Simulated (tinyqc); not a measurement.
What moves the results: free-carrier optics of a doped semiconductor (Drude model with one polar phonon). A value that a table varies takes the place of the one given here.

eps(E) = ei [1 - Ep^2/(E^2 + i E Gam)] + (es - ei) wT^2/(wT^2 - E^2 - i E gT), with Ep^2 = 8 pi c (e^2/(4 pi eps0)) N/(m ei), c = hbar^2/2m0, N in 1/angstrom^3 (1e-24 per 1/cm^3); Gam = hbar/tau, tau = mu m m0/e with m0/e = 5.685630e-12 kg/C and mu in m^2/(V s). Energies in meV.

n + i k = sqrt(eps1 + i eps2) with k >= 0; R = ((n - 1)^2 + k^2)/((n + 1)^2 + k^2) at normal incidence from vacuum; alpha = 2 E k/(hbar c), times 1e8 for 1/cm; loss function Im(-1/eps) = eps2/(eps1^2 + eps2^2).

Constants: hbar^2/2m0 = 3.80998211 eV angstrom^2; e^2/(4 pi eps0) = 14.39964547 eV angstrom; hbar = 6.58211957e-16 eV s; hbar c = 1973.269805 eV angstrom.

Values chosen for the exercise (mass and dielectric values near those of GaAs; N and mu are free inputs; interband absorption and the rise of the mass with filling are left out; the results hold for these values, not for the real material):
- m = 0.0692 m0 (conductivity mass)
- ei = 10.92 (high-frequency dielectric constant)
- wT = 33.4 meV (TO phonon)
- es = 12.72 (static dielectric constant)
- N = 2.1e+17 1/cm^3 (carrier density)
- mu = 1400 cm^2/(V s) (mobility)
- gT = 0.3 meV (phonon damping)
- E = 8.8 meV (photon energy)

## The coupled modes against doping

L-, L+ solve E^4 - (wL^2 + Ep^2) E^2 + Ep^2 wT^2 = 0, wL = wT sqrt(es/ei); damping left out; energies in meV.

Modes:

| N (1/cm^3) | Ep | L- | L+ | Ep sqrt(ei/es) |
|---|---|---|---|---|
| 2.0e+16 | 6.04 | 5.59 | 36.12 | 5.60 |
| 7.0e+16 | 11.30 | 10.39 | 36.32 | 10.47 |
| 2.0e+17 | 19.10 | 17.26 | 36.97 | 17.70 |
| 4.0e+17 | 27.02 | 23.47 | 38.45 | 25.03 |
| 7.0e+17 | 35.74 | 28.35 | 42.11 | 33.11 |
| 1.0e+18 | 42.72 | 30.43 | 46.88 | 39.58 |
| 3.0e+18 | 73.99 | 32.72 | 75.52 | 68.55 |
| 7.0e+18 | 113.02 | 33.14 | 113.90 | 104.72 |
| 2.0e+19 | 191.03 | 33.31 | 191.53 | 177.00 |

wL = 36.05 meV

At low density L- follows Ep sqrt(ei/es) (5.59 against 5.60), a plasmon screened by the lattice, and L+ starts at wL. At the highest density L- has come within 0.09 meV of wT, since the carriers screen the field that lifts wL, and L+ is within 0.50 meV of Ep. The branches are closest, 13.76 meV, at 7e+17 1/cm^3 of those listed. The mass is held fixed, while in a real band it rises with filling.

## Reflectance across the plasma edge

Spectrum:

| E (meV) | eps1 | eps2 | R | alpha (1/cm) |
|---|---|---|---|---|
| 2.0 | -15.78 | 170.31 | 0.814 | 1.96e+03 |
| 5.9 | -10.78 | 47.72 | 0.702 | 3.27e+03 |
| 9.8 | -4.63 | 21.37 | 0.591 | 3.62e+03 |
| 13.7 | 0.42 | 11.05 | 0.431 | 3.20e+03 |
| 16.6 | 3.31 | 7.21 | 0.307 | 2.56e+03 |
| 19.6 | 5.72 | 4.86 | 0.247 | 1.88e+03 |
| 21.5 | 7.08 | 3.87 | 0.245 | 1.53e+03 |
| 24.5 | 9.18 | 2.80 | 0.267 | 1.14e+03 |
| 29.4 | 14.75 | 1.97 | 0.347 | 762 |
| 39.2 | 3.66 | 0.89 | 0.106 | 920 |
| 58.7 | 8.89 | 0.24 | 0.248 | 243 |
| 97.9 | 10.25 | 0.05 | 0.275 | 82.6 |

Ep = 19.6 meV and Gam = 11.9 meV. R is 0.814 at the lowest energy and lowest, 0.106, at 39.2 meV of those listed; without damping and phonon it would vanish at Ep sqrt(ei/(ei - 1)) = 20.5 meV. At the highest energy R is 0.275, against 0.287 for ei alone. Between the last two rows alpha goes as E^-2.11, where the Drude limit far above Ep and Gam is E^-2; Gam and the phonon term both still act in these rows. The phonon adds its own band of high reflectance between wT = 33.4 meV and about wL = 36.0 meV, which the rows may miss. The lowest R listed is the dip just above wL, not the plasma minimum.

## Free-carrier absorption and index change in the near infrared

At the wavelengths listed E = hc/lambda (hc = 1239.841984 eV nm). Approximate forms: alpha = ei Ep^2 Gam/(E^2 sqrt(ei) hbar c) and dn = -sqrt(ei) Ep^2/(2 E^2). The phonon term is left out here.

Free carriers:

| lambda (micrometre) | E (meV) | alpha (1/cm) | alpha, approximate | dn | dn, approximate |
|---|---|---|---|---|---|
| 1.31 | 946.4 | 0.856 | 0.856 | -0.000707 | -0.000707 |
| 1.55 | 799.9 | 1.20 | 1.20 | -0.000989 | -0.000990 |
| 2.00 | 619.9 | 2.00 | 2.00 | -0.00165 | -0.00165 |
| 3.00 | 413.3 | 4.49 | 4.49 | -0.00371 | -0.00371 |
| 5.00 | 248.0 | 12.5 | 12.5 | -0.0103 | -0.0103 |
| 8.00 | 155.0 | 32.0 | 31.9 | -0.0263 | -0.0264 |
| 10.60 | 117.0 | 56.3 | 56.0 | -0.0461 | -0.0463 |

At 1.55 micrometre alpha = 1.2 1/cm and dn = -0.000989; a phase shift of pi needs a length lambda/(2 |dn|) = 783 micrometre, over which the loss is 0.41 dB. The approximate alpha is within 5 % up to 10.6 micrometre of the wavelengths listed; it needs photon energies well above both Ep and Gam, which lie at 63.3 and 103.8 micrometre. Interband and intervalley absorption are left out.

## What moves the optical constants

At the energy E. Each row changes one parameter from the base and keeps the others.

Results:

| case | Ep (meV) | Gam (meV) | R | alpha (1/cm) |
|---|---|---|---|---|
| base | 19.58 | 11.95 | 0.6235 | 3.60e+03 |
| N = 3.15e+17 1/cm^3 | 23.97 | 11.95 | 0.7108 | 4.78e+03 |
| m = 0.083 m0 | 17.87 | 9.96 | 0.6187 | 3.47e+03 |
| mu = 840 cm^2/(V s) | 19.58 | 19.92 | 0.5074 | 2.55e+03 |
| ei = 11.47 | 19.10 | 11.95 | 0.6238 | 3.61e+03 |
| E = 10.6 meV | 19.58 | 11.95 | 0.5631 | 3.59e+03 |

The largest shifts from the base row, up to three for each result and ties (the steps differ in size, so this ranks the rows, not the parameters). Ep (meV): N +4.40, m -1.70, ei -0.48; unchanged at the printed digits by mu and E. Gam (meV): mu +7.97, m -1.99; unchanged at the printed digits by N, ei and E. R: mu -0.1160, N +0.0874, E -0.0603. alpha (1/cm): N +1.17e+03, mu -1.05e+03, m -134.

Run: tinyqc, `OMP_NUM_THREADS=1 python tinyqc.py 1682053 1682054 out.jsonl`; Intel(R) Xeon(R) Processor @ 2.30GHz, one thread, shared host; about 0.01 s of CPU time with all checks.
